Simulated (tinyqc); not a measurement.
From results back to parameters: core-shell quantum dot (spherical envelope functions). Three cases, with inputs chosen for the exercise.

Problem. The lowest electron level was computed from a hidden shell thickness H.

Parabolic bands; strain and other valleys are left out. s states, u = r psi, hard wall at R + H, c = hbar^2/2m0, energies from the band edges of the core. Core: u = sin(k1 r)/k1, k1 = sqrt(m1 E/c). At R, psi and psi'/m are continuous, so u is continuous and its slope in the shell is s = u/R + (m2/m1)(u' - u/R). Shell: u(R + x) = u(R) cos(k2 x) + s sin(k2 x)/k2, k2 = sqrt(m2 (E - V)/c); for negative arguments the functions turn into sinh and cosh. A level has u(R + H) = 0.

Constants: hbar^2/2m0 = 3.80998211 eV angstrom^2.

Case 1.

Values chosen (near those of a Ge/Si core-shell dot; the results hold for these values, not for the real material): R = 25 angstrom (core radius); Vc = -0.047 eV (conduction edge of the shell above that of the core); me1 = 0.12 m0 (electron, core); me2 = 0.267 m0 (electron, shell).

E_e = 0.0515726 eV

Case 2.

Values chosen (near those of a Ge/Si core-shell dot; the results hold for these values, not for the real material): R = 13 angstrom (core radius); Vc = -0.05 eV (conduction edge of the shell above that of the core); me1 = 0.117 m0 (electron, core); me2 = 0.252 m0 (electron, shell).

E_e = 0.2027402 eV

Case 3.

Values chosen (near those of a CdTe/CdSe core-shell dot; the results hold for these values, not for the real material): R = 39 angstrom (core radius); Vc = -0.307 eV (conduction edge of the shell above that of the core); me1 = 0.104 m0 (electron, core); me2 = 0.131 m0 (electron, shell).

E_e = -0.1730955 eV

Find: u(R); s; H.

Solution. u(R) and s follow from E_e; u(R + H) = 0 gives tan(k2 H) = -k2 u(R)/s, with the first positive root.

Case 1.

u(R) = 20.980 angstrom
s = 0.1600
H = 20.0 angstrom

Case 2.

u(R) = 10.837 angstrom
s = 0.1548
H = 13.0 angstrom

Case 3.

u(R) = 105.677 angstrom
s = 8.5327
H = 36.0 angstrom

Computed by tinyqc, one run a case: `OMP_NUM_THREADS=1 python tinyqc.py N N+1 out.jsonl` with N = 1252171, 1252223, 1252229; one thread of a shared Intel(R) Xeon(R) Processor @ 2.30GHz, about 0.05 s a run at most.
